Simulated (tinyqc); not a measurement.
# Gated graphene, quantum capacitance: effect of the temperature

phi is the Fermi level above the Dirac point, in volts; Vg is counted from the gate voltage of charge neutrality. Ideal linear bands, no charge puddles.

N0 = (2/pi)(kB T/(hbar vF))^2; n = N0 F1(phi/Vt), p = N0 F1(-phi/Vt), F1(e) = int_0^infinity u du/(1 + exp(u - e)) = -Li2(-exp(e)); Cq = q d(n - p)/dphi = (q N0/Vt) ln[2 (1 + cosh(phi/Vt))]. Cox = eps0 eox/tox; Vg = phi + q (n - p + Dit phi)/Cox. 1/C_G = 1/Cox + 1/(Cq + q Dit); dphi/dVg = Cox/(Cox + Cq + q Dit).

Parameters, values chosen for the exercise; values close to those of graphene:
```
symbol   value         unit                                                                 meaning
eox       7.43               relative permittivity of the gate insulator (close to silicon nitride)
tox        5.7           nm                                                     insulator thickness
vF      1.01e6          m/s                                                          Fermi velocity
Dit          0  cm^-2 eV^-1                                                        density of traps
Vg        1.02            V                                                            gate voltage
```

Constants: q = 1.602176634e-19 C, kB = 1.380649e-23 J/K, hbar = 1.054571817e-34 J s, Vt = kB T/q, eps0 = 8.8541878128e-14 F/cm where lengths are in cm. Results are converted to the units shown.

The same in every row: Cox (uF/cm^2) = 1.1542.

Result of one run:

| T (K) | phi (V) | n - p (cm^-2) | Cq (uF/cm^2) | C_G (uF/cm^2) | dphi/dVg | n + p (cm^-2) |
|---|---|---|---|---|---|---|
| 50 | 0.27319 | 5.3798e12 | 6.3050 | 0.97557 | 0.15473 | 5.3798e12 |

What becomes of these results when the temperature T is changed from 50 to 120 K, all else the same?

Result of the changed run:

| T (K) | phi (V) | n - p (cm^-2) | Cq (uF/cm^2) | C_G (uF/cm^2) | dphi/dVg | n + p (cm^-2) |
|---|---|---|---|---|---|---|
| 120 | 0.27274 | 5.3830e12 | 6.2946 | 0.97532 | 0.15495 | 5.3830e12 |

The whole series:

| T (K) | phi (V) | n - p (cm^-2) | Cq (uF/cm^2) | C_G (uF/cm^2) | dphi/dVg | n + p (cm^-2) |
|---|---|---|---|---|---|---|
| 50 | 0.27319 | 5.3798e12 | 6.3050 | 0.97557 | 0.15473 | 5.3798e12 |
| 77 | 0.27306 | 5.3807e12 | 6.3020 | 0.97550 | 0.15479 | 5.3807e12 |
| 120 | 0.27274 | 5.3830e12 | 6.2946 | 0.97532 | 0.15495 | 5.3830e12 |
| 200 | 0.27177 | 5.3900e12 | 6.2722 | 0.97478 | 0.15541 | 5.3900e12 |
| 300 | 0.26987 | 5.4037e12 | 6.2283 | 0.97371 | 0.15634 | 5.4037e12 |
| 400 | 0.26719 | 5.4230e12 | 6.1670 | 0.97220 | 0.15765 | 5.4232e12 |
| 500 | 0.26372 | 5.4480e12 | 6.0908 | 0.97029 | 0.15930 | 5.4491e12 |

As T goes from 50 to 500, Cq falls from 6.30 to 6.09 uF/cm^2, C_G/Cox falls from 0.845 to 0.841 and n - p rises from 5.38e12 to 5.45e12 cm^-2. Cq exceeds Cox in every row, so the insulator is the tighter limit, though Cq still cuts C_G by up to 16 %.

Program tinyqc, `OMP_NUM_THREADS=1 python tinyqc.py 2200117 2200118 out.jsonl`; Intel Xeon 2.30GHz, shared host, one thread, about 0.01 s.
